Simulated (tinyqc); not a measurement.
Thermal stress, cracking, delamination and buckling of a thin film; Griffith cracks and misfitting inclusions. From radial stress at the wall s0 back to film Young's modulus E. Computed by tinyqc, a small Python program. Command: `OMP_NUM_THREADS=1 python tinyqc.py 3024945 3024946 out.jsonl filmcrack inv`. One thread of a shared host (Intel(R) Xeon(R) Processor @ 2.30GHz), about 0.01 s of CPU time with the checks.

Isotropic linear elasticity; the substrate is much thicker than the film; stress is positive in tension.

Inputs (values chosen for the exercise, for a model film):

| quantity | value | unit |
|---|---|---|
| film Poisson ratio nu | 0.25 | - |
| film expansion alpha_f | 8.31 | 1e-6/K |
| substrate expansion alpha_s | 3.3 | 1e-6/K |
| deposition temperature T_d | 625 | K |
| final temperature T | 300 | K |
| intrinsic stress | 7.3 | MPa |
| film thickness h | 2.4 | micrometre |
| substrate Young's modulus E_s | 133 | GPa |
| substrate Poisson ratio nu_s | 0.25 | - |
| inclusion radius R | 3 | micrometre |

Inclusion: sphere.

Method. Thermal strain = (alpha_f - alpha_s)(T_d - T); stress = E/(1 - nu) x strain + intrinsic stress; plane-strain modulus Ebar = E/(1 - nu^2); G0 = stress^2 h/(2 Ebar) is the energy freed per area when a long strip loses its stress across its width. Film material fills a sphere of radius R in the substrate, with the misfit e = thermal strain (it wants to shrink if e > 0). Radial stress at the wall s0 = e/[(1 - 2 nu)/E + (1 + nu_s)/(2 E_s)]; inside it is uniform and hydrostatic; outside s_rr = s0 (R/r)^3, s_tt = -s_rr/2. Keep-out radius: where |s_rr| falls to 10 MPa (R if it is lower at the wall).

Problem. A run gave the result below. Find the film Young's modulus E, known to lie between 3.3 and 11 GPa.

radial stress at the wall s0 = 20.19425 MPa

Solution.

Each step takes the trial c = (a f_b - b f_a)/(f_b - f_a), f being the result less the target and a, b, c the logarithms of the listed values; c replaces end b, the old b replaces a if the sign of f changed, and otherwise f_a is halved.

Scan of the range:

| film Young's modulus E (GPa) | radial stress at the wall s0 (MPa) |
|---|---|
| 3.30 | 10.4232 |
| 4.03 | 12.6448 |
| 4.93 | 15.3436 |
| 6.02 | 18.5543 |
| 7.36 | 22.4172 |
| 9.00 | 27.0227 |
| 11.00 | 32.4651 |

False position (Illinois rule, in the logarithm of the input) inside the bracket:

| step | end a | end b | trial | radial stress at the wall s0 (MPa) |
|---|---|---|---|---|
| 1 | 6.02000 | 7.36000 | 6.55617 | 20.1110 |
| 2 | 7.36000 | 6.55617 | 6.58361 | 20.1902 |
| 3 | 7.36000 | 6.58361 | 6.58625 | 20.1979 |
| 4 | 6.58361 | 6.58625 | 6.58500 | 20.1942 |
| 5 | 6.58625 | 6.58500 | 6.58500 | 20.1943 |

Radial stress at the wall s0 rises at every point of a 13-point scan of the range (every second point is shown), so one value fits; it is bracketed by 6.02 and 7.36. Answer: film Young's modulus E = 6.585 GPa.
